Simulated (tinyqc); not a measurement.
From one set of inputs to another, one input at a time: speciation in dilute and buffered hydrofluoric acid, oxide etch rate and bath loading. Computed by tinyqc, a small Python program. Command: `OMP_NUM_THREADS=1 python tinyqc.py 3120044 3120045 out.jsonl hfetch ladder`. One thread of a shared host (Intel(R) Xeon(R) Processor @ 2.30GHz), about 0.01 s of CPU time with the checks.

Concentrations stand for activities, NH4+ and Cl- are spectators, and water ionisation is neglected. H, F and HF2 denote the ions H+, F- and HF2-. The base temperature is 298 K.

The inputs printed are set A. Inputs not listed in the table keep their values of set A, so the rows need not describe a real material.

Inputs (values chosen for the exercise, of the order of those for thermal oxide at room temperature):
```
quantity                            value            unit
HF added                              1.4           mol/L
NH4F added                              1           mol/L
HCl added                               0           mol/L
K1 = [H][F]/[HF]                 0.000683           mol/L
K2 = [HF2]/([HF][F])                 3.39           L/mol
K3 = [H2F2]/[HF]^2                      0           L/mol
rate constant of neutral HF k_a        15  nm L/(min mol)
rate constant of HF2 k_b               60  nm L/(min mol)
activation energy                    0.39              eV
temperature error                    0.25               K
oxide removed per wafer               200              nm
```

Constants: k_B = 8.617333262e-05 eV/K.

Method:
- Fluoride balance: [HF] + [F] + 2 [HF2] + 2 [H2F2] = HF added + NH4F added. Acid balance: [H] + [HF] + [HF2] + 2 [H2F2] = HF added + HCl added. For a trial [H], [HF] = [H][F]/K1, and the fluoride balance is a quadratic in [F].
- The root is refined to 1e-13 in pH = -log10 [H].
- Rate = k_a ([HF] + 2 [H2F2]) + k_b [HF2], an empirical two-term form.
- Time = oxide/rate; a temperature error changes the rate by exp((E_a/k_B)(1/298 - 1/(298 + error))) - 1.

Each row keeps all changes above it:
```
input moved                                           from        to      pH  etch rate (nm/min)  share of HF2 in the rate (%)
set A                                                    -         -  2.7982              52.621                        80.183
K1 = [H][F]/[HF] (mol/L)                          0.000683  0.000734  2.7672              52.620                        80.187
rate constant of HF2 k_b (nm L/(min mol))               60        64  2.7672              55.433                        81.192
K2 = [HF2]/([HF][F]) (L/mol)                          3.39      4.05  2.7426              56.800                        82.385
NH4F added (mol/L)                                       1     0.038  1.2326              24.077                        21.457
rate constant of neutral HF k_a (nm L/(min mol))        15        12  1.2326              20.295                        25.456
HF added (mol/L)                                       1.4       0.1  2.6653               1.720                        39.054
```

Which inputs carry the difference?

pH goes from 2.80 to 2.67, a factor 0.953 in all. The largest single move comes from NH4F added (a factor 0.449), and HF added works against it (a factor 2.16). Etch rate goes from 52.6 to 1.72, a factor 0.0327 in all. The largest single move comes from HF added (a factor 0.0847). Share of HF2 in the rate goes from 80.2 to 39.1, a factor 0.487 in all. The largest single move comes from NH4F added (a factor 0.260), and HF added works against it (a factor 1.53). The single moves hold for this order of the switches; the total does not depend on the order.

Caution (rows set A, K1 = [H][F]/[HF], rate constant of HF2 k_b, K2 = [HF2]/([HF][F])): at ionic strengths above about 0.5 mol/L activities differ much from concentrations, so pH and rates are only indicative.

Extremes, crossings and ranges named in words are read from the listed rows.
